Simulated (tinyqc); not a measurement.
# MOSFET in the linear regime without short-channel effects, parameter extraction from computed curves: extraction methods against the first mobility attenuation factor

Inversion charge Q = Cox n Vt W0(exp((Vg - VT)/(n Vt))), W0 the Lambert function and n = nf; u = Q/Cox; mobility mu = mu0/(1 + th1 u + th2 u^2); channel resistance Rch = (L - dL)/(W mu Q); Id = Vd/(Rch + Rsd/W). Cox = eps0 eox/tox. Small Vd, no channel-length or drain effects.

From the continuous curve Id(Vg): tangent at peak gm (V_ext = Vg - Id/gm); constant current Id = 0.1 uA W/L; peak of d2Id/dVg2; Y = Id/sqrt(gm) drawn through Vg = VT + 0.6 and VT + 0.8 V, with intercept VT_Y and slope s. Mobilities gm,max L/(W Cox Vd) and s^2 L/(W Cox Vd) with the drawn L. Last column: share of Rsd/W in the total resistance at VT + 0.8 V.

Inputs (values chosen for the exercise); channel values of the order met in silicon transistors: temperature T = 77 K; relative permittivity of the gate insulator (close to silicon dioxide) eox = 3.9; insulator thickness tox = 6.9 nm; low-field mobility mu0 = 270 cm^2/(V s); second mobility attenuation factor th2 = 0 1/V^2; threshold voltage VT = 0.32 V; body factor nf = 1.35; gate width W = 10 um; drawn gate length L = 0.22 um; drawn less effective length dL = 0.011 um; source plus drain resistance Rsd = 200 ohm um; drain voltage Vd = 0.025 V.

Constants: q = 1.602176634e-19 C, kB = 1.380649e-23 J/K, Vt = kB T/q, eps0 = 8.8541878128e-14 F/cm where lengths are in cm. Results are converted to the units shown.

Result of one run:

| V_ext (V) | constant current (V) | second derivative (V) | VT_Y (V) | mobility from gm (cm^2/(V s)) | mobility from Y (cm^2/(V s)) | series share (%) |
|---|---|---|---|---|---|---|
| 0.325 | 0.359 | 0.318 | 0.345 | 228 | 277 | 6.32 |

Which first mobility attenuation factor th1 gave this result: 0.2, 0.4, 0.6 or 0.8 1/V?

th1 = 0.6 1/V.

The whole series:

| th1 (1/V) | V_ext (V) | constant current (V) | second derivative (V) | VT_Y (V) | mobility from gm (cm^2/(V s)) | mobility from Y (cm^2/(V s)) | series share (%) |
|---|---|---|---|---|---|---|---|
| 0 | 0.334 | 0.359 | 0.318 | 0.345 | 259 | 277 | 8.95 |
| 0.2 | 0.329 | 0.359 | 0.318 | 0.345 | 245 | 277 | 7.86 |
| 0.4 | 0.327 | 0.359 | 0.318 | 0.345 | 236 | 277 | 7.01 |
| 0.6 | 0.325 | 0.359 | 0.318 | 0.345 | 228 | 277 | 6.32 |
| 0.8 | 0.324 | 0.359 | 0.318 | 0.345 | 222 | 277 | 5.76 |
| 1 | 0.323 | 0.360 | 0.318 | 0.345 | 217 | 277 | 5.29 |
| 1.2 | 0.323 | 0.360 | 0.318 | 0.345 | 212 | 277 | 4.89 |

The model has VT = 0.32 V and mu0 = 270 cm^2/(V s). Over the table the extracted thresholds move by 11 mV (tangent), 1.3 mV (constant current), 0.50 mV (second derivative), under 0.5 mV (Y function). The mobility from gm falls from 259 to 212 and that from Y stays near 277 cm^2/(V s).

Program tinyqc, `OMP_NUM_THREADS=1 python tinyqc.py 2210174 2210175 out.jsonl`; Intel Xeon 2.30GHz, shared host, one thread, about 0.02 s.
